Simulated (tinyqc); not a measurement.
Worked calculation: lattice vibrations of a chain. One step of it, computed by the program tinyqc.

Task: Frequencies. omega^2 are the eigenvalues; wavenumber = 521.4708 sqrt(eigenvalue) 1/cm.

D(q) (eV/(angstrom^2 u)):
```
[[0.411441, -0.430766, 0.078429+0.083518i],
 [-0.430766, 1.310023, -0.465375],
 [0.078429-0.083518i, -0.465375, 0.430736]]
```

Give: eigenvalues; wavenumbers; weights |e|^2 of the mass-weighted modes.

Result:

eigenvalues: [0.1274, 0.3661, 1.6587]

wavenumbers (1/cm): [186.2, 315.5, 671.6]

weights |e|^2 of the mass-weighted modes, order atom 1, atom 2, atom 3:
```
[[0.3889, 0.5042, 0.1069],
 [0.1998, 0.0330, 0.7672],
 [0.4113, 0.4627, 0.1260]]
```
